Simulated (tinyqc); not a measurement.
Chemical vapour deposition: Grove model, boundary layer, depletion and step coverage: one step, computed by the program tinyqc.

A precursor diffuses to the surface and reacts there at first order; each molecule that reacts adds one formula unit of film.

Task: Depletion along the susceptor. Plug flow: U b dC/dx = -k_eff C with k_eff = k_s h_g/(k_s + h_g), so C falls as exp(-k_eff x/(U b)); the used share of the precursor is 1 - C(L)/C(0).

Inputs (values chosen for the exercise, close to those used for epitaxial silicon from a chlorosilane):
```
quantity            value  unit
temperature T        1180     C
gas velocity U         63  cm/s
susceptor length L     53    cm
channel height b      7.4    cm
```

Reactor: horizontal, reduced pressure.

surface rate constant k_s = 1.163366 cm/s

mass-transfer coefficient h_g = 43.49811 cm/s

growth rate G at the inlet = 5.963305 nm/min

Give: k_eff; depletion length; rate at the outlet over rate at the inlet; rate at the outlet.

Result:

k_eff = 1.1331 cm/s

depletion length = 411.45 cm

rate at the outlet over rate at the inlet = 0.87914

rate at the outlet = 5.2426 nm/min

12.1 % of the precursor is used. Caution: the boundary layer is capped at b/2, so U, L and nu no longer affect h_g.
